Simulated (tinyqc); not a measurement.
Gate-all-around wire, scale length and short-channel effects: two steps of the calculation.

A round wire of diameter ts in an insulator shell of thickness ti under a surrounding gate. Below threshold the potential that source and drain add obeys Laplace's equation and vanishes on the gate. Its lowest mode decays along the channel as exp(-k y); k is the smallest positive root of the matching condition at the interface, and the scale length is Lambda = pi/k.

Values chosen for this exercise; permittivities: semiconductor close to that of silicon, insulator close to that of hafnium oxide:
```
symbol,value,unit,meaning
eps_r,11.5,,relative permittivity of the semiconductor
ei,21,,relative permittivity of the insulator
ti,3.9,nm,insulator thickness
ts,14.7,nm,wire diameter
```

Problem 1. Scan of the matching condition. f(k) = ei J0(u)[J1(u) Y0(v) - Y1(u) J0(v)] - eps_r J1(u)[J0(u) Y0(v) - Y0(u) J0(v)], u = k ts/2, v = u + k ti.

| point | k (1/nm) |
|---|---|
| 0 | 0.03875 |
| 1 | 0.0775 |
| 2 | 0.11625 |
| 3 | 0.155 |
| 4 | 0.19375 |
| 5 | 0.2325 |
| 6 | 0.27125 |
| 7 | 0.31 |

Give: f(k).

Solution 1.

| point | f(k) |
|---|---|
| 0 | 45.10 |
| 1 | 19.91 |
| 2 | 10.61 |
| 3 | 5.54 |
| 4 | 2.42 |
| 5 | 0.48 |
| 6 | -0.63 |
| 7 | -1.14 |

The first change of sign lies between k = 0.2325 and 0.27125 1/nm.

Problem 2. Scale length against simple estimates. Lambda = pi/k and l = 1/k. A parabolic potential across the structure gives l(parabolic) = sqrt([2 eps_r ts^2 ln(1 + 2 ti/ts) + ei ts^2]/(16 ei)).

k = 0.24628660 1/nm

Wanted: Lambda; l; l(parabolic).

Solution 2.

Lambda = 12.76 nm
l = 4.060 nm
l(parabolic) = 4.450 nm

tinyqc, about 0.01 s, one thread, Intel Xeon 2.30GHz (shared host): `OMP_NUM_THREADS=1 python tinyqc.py 2420096 2420097 out.jsonl`
